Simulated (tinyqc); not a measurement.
Inside a calculation. Model: van der Pauw, Hall and four-point-probe measurements on a doped layer.

Program tinyqc, `OMP_NUM_THREADS=1 python tinyqc.py 2850134 2850135 out.jsonl`; Intel Xeon 2.30GHz, shared host, one thread, about 0.01 s. Printed values are rounded.

A uniform p-type layer with sheet resistance Rs = 1/(q ns mu), point contacts, low field (mu B small).

Parameters, values chosen for the exercise: sheet density of the layer ns = 1e15 cm^-2; drift mobility mu = 42 cm^2/(V s); Hall factor rH = 1; magnetic field B = 1 T; current I = 500 uA; side ratio a/b of a rectangular sample with corner contacts ar = 1.63; thickness of the layer t = 38 nm.

Constants: q = 1.602176634e-19 C. Results are converted to the units shown.

## Resistances and Hall voltage

Rs = 1/(q ns mu). For a rectangle with contacts at the corners, RA = (8 Rs/pi) sum_(k>=0) ln coth((2k + 1) pi a/(2 b)) with current along a short side b and voltage along the opposite one, RB the same with a and b exchanged; Hall voltage VH = rH B I/(q ns), negative for electrons.

Rs = 148.6074 ohm/square
RA = 4.519575 ohm
RB = 113.3172 ohm
VH = 0.3120755 mV

RB/RA = 25.1; for a square both equal Rs ln 2/pi = 32.8 ohm.

## Starting value

z = 2 ln 2/(pi (RA + RB)), exact for RA = RB.

z at the start = 3.744765 mS

## Iteration 1: new z

The van der Pauw equation exp(-pi RA z) + exp(-pi RB z) = 1 is solved for z = 1/Rs: e1 = exp(-pi RA z), e2 = exp(-pi RB z), f = e1 + e2 - 1, f' = -pi (RA e1 + RB e2), z(new) = z - f/f'.

e1 = 0.9482182
e2 = 0.2636524
f = 0.2118706
f' = -0.1073228 kohm
z after iteration 1 = 5.718908 mS

## Iteration 2: new z

As before.

e1 = 0.9220085
e2 = 0.1305614
f = 0.05256983
f' = -0.05957069 kohm
z after iteration 2 = 6.601386 mS

## Iteration 3: new z

As before.

e1 = 0.9105278
e2 = 0.09536236
f = 0.005890145
f' = -0.04687696 kohm
z after iteration 3 = 6.727037 mS

## Course of the iteration

Stop when the step is below 1e-10 mS, or after 40 iterations.

Course of the iteration:

| iteration | z before the step (mS) | step (mS) |
|---|---|---|
| 1 | 3.744765 | 1.97 |
| 2 | 5.718908 | 0.882 |
| 3 | 6.601386 | 0.126 |
| 4 | 6.727037 | 2.10e-3 |
| 5 | 6.729141 | 5.73e-7 |
| 6 | 6.729142 | < 1e-12 |

Converged in 6 iterations.

## Sheet density, mobility and bulk values

converged z = 6.729142 mS

Rs = 1/z; Hall sheet density B I/(q |VH|); Hall mobility |VH|/(Rs B I); true values ns = rH times the Hall density, mu = Hall mobility/rH; bulk density ns/t, resistivity Rs t; correction factor F = Rs/[(pi/ln 2)(RA + RB)/2].

Rs = 148.6074 ohm/square
Hall sheet density = 1e15 cm^-2
Hall mobility = 42 cm^2/(V s)
ns = 1e15 cm^-2
mu = 42 cm^2/(V s)
bulk density = 2.631579e20 cm^-3
resistivity = 5.647080e-4 ohm cm
F = 0.5564996

Taking the mean of RA and RB without F would overstate Rs by 80 %.
